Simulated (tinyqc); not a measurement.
Ionisation potential and affinity of a slab from the planar-averaged potential, step by step. Values are carried at full precision from step to step, so a last printed digit may differ when a step is redone from the rounded ones.

A model of the planar-averaged electrostatic energy of an electron in a periodic cell of N1 periods of A (L1 = N1 n1 h) and N2 periods of vacuum (L2 = N2 n2 h), on z_j = j h: V(z) = f VA + (1 - f) VB + F t(z), VA = V1[0] + V1[1] cos(2 pi z/(n1 h)) + V1[2] cos(4 pi z/(n1 h)), VB the same with V2, n2 and z - L1. f = [tanh(z/w) - tanh((z - L1)/w) + tanh((z - L1 - L2)/w)]/2 + 1/2; t(z) = z - L1/2 in A and (L1/L2)(L1 + L2/2 - z) beyond, so that the cell is periodic.

Constants: e^2/(4 pi eps0) = 14.39964547 eV angstrom.

Values chosen for the exercise (gap near that of Si; the results hold for these values, not for the real material):
- h = 0.25 angstrom (grid step)
- n1 = 7 (grid points per period of A)
- n2 = 6 (grid points per period of the vacuum filter)
- N1 = 4 (periods of A)
- N2 = 4 (periods of vacuum)
- V1 = (-9.85, 1.03, 0.44) eV (mean and two harmonics of the potential in A)
- V2 = (0, 0, 0) eV (the same in vacuum)
- w = 0.45 angstrom (width of the interfaces)
- F = 0 eV/angstrom (slope in A from opposite charges on the two interfaces)
- Ev1 = 4.8 eV (valence top of bulk A above its mean potential)
- Eg1 = (0.62, 1.19) eV (gap of A: semi-local value, corrected value)
- fv1 = 0.21 (share of the correction that lowers the valence top of A)
- eps = 1.3 (dielectric constant at the interface)

## The planar average

Evaluate V on the grid, j = 0, 1, ...

V(z_j) (eV): [-4.190, -7.001, -9.451, -10.142, -10.382, -10.435, -9.294, -8.376, -9.304, -10.475, -10.504, -10.504, -10.476, -9.306, -8.380, -9.306, -10.476, -10.504, -10.504, -10.475, -9.304, -8.376, -9.294, -10.435, -10.382, -10.142, -9.451, -7.001, -4.190, -2.305, -1.024, -0.362, -0.122, -0.040, -0.012, -0.004, -0.001, 0.000, 0.000, 0.000, 0.000, 0.000, 0.000, 0.000, -0.001, -0.004, -0.013, -0.040, -0.108, -0.289, -0.910, -2.594]

## Running means

Running mean over n points, periodic: for odd n the plain mean of the n points centred on j; for even n the n + 1 points with half weight at both ends. The macroscopic average applies the mean over n1 points and then over n2 points.

Apply the first mean, then the second.

after the mean over n1 points (eV): [-4.940, -6.381, -7.742, -8.699, -9.297, -9.626, -9.773, -9.824, -9.842, -9.848, -9.849, -9.850, -9.850, -9.850, -9.850, -9.850, -9.850, -9.850, -9.849, -9.848, -9.842, -9.824, -9.773, -9.626, -9.297, -8.699, -7.701, -6.356, -4.925, -3.494, -2.149, -1.151, -0.553, -0.224, -0.077, -0.026, -0.008, -0.002, -0.001, 0.000, 0.000, 0.000, -0.001, -0.003, -0.009, -0.024, -0.065, -0.195, -0.566, -1.164, -2.162, -3.506]

macroscopic average (eV): [-4.944, -6.166, -7.271, -8.184, -8.873, -9.335, -9.606, -9.748, -9.812, -9.837, -9.846, -9.849, -9.850, -9.850, -9.850, -9.850, -9.850, -9.849, -9.846, -9.837, -9.812, -9.748, -9.606, -9.332, -8.865, -8.172, -7.256, -6.150, -4.925, -3.700, -2.594, -1.678, -0.985, -0.518, -0.244, -0.102, -0.038, -0.013, -0.004, -0.001, -0.001, -0.002, -0.004, -0.012, -0.033, -0.097, -0.240, -0.516, -0.986, -1.682, -2.604, -3.718]

Around the middle of vacuum the first mean varies by 1 meV over five points and the second by 3 meV.

## The potential line-up

Read the macroscopic average in the middle of each region, j = 14 and j = 40, and its slope in A by a central difference over two points each way.

plateau in A = -9.850 eV
plateau in vacuum = -0.001 eV
dV = vacuum - A = 9.849 eV
slope in A = 0.000 eV/angstrom

The plateaus are flat, so the line-up is well defined.

## Ionisation potential and affinity

IP = dV - Ev1, EA = IP - gap. The correction opens the gap by c = Eg1[1] - Eg1[0], lowers the valence top by fv1 c and raises the conduction edge by (1 - fv1) c; dV is kept.

IP, EA with the semi-local gap (eV): [5.049, 4.429]

c = 0.57 eV

IP, EA corrected (eV): [5.169, 3.979]

The correction raises IP by 0.12 eV and lowers EA by 0.45 eV.

## The dipole behind the step

A step dV of the mean electron energy from A to vacuum across an interface equals 4 pi (e^2/4 pi eps0) times a dipole per area p (in e angstrom per angstrom^2). For a change of 0.1 eV in dV, give the charge per area moved over 2 angstrom in a medium of dielectric constant eps: sigma = 0.1 eps/(4 pi (e^2/4 pi eps0) 2). 1 angstrom^-2 = 1e16 cm^-2.

|p| = 0.05443 e/angstrom
sigma = 3.59e+12 e/cm^2

With about 7e14 atoms per cm^2 in a plane (as on a silicon (100) face), 0.5 % of an electron per atom shifts the line-up by 0.1 eV.

## Checks

- Line-up in a cell of 14 + 14 periods without slope against V2[0] - V1[0] (eV): both 9.8500.

tinyqc: `OMP_NUM_THREADS=1 python tinyqc.py 1851160 1851161 out.jsonl`; about 0.01 s, one thread, shared Intel(R) Xeon(R) Processor @ 2.30GHz.
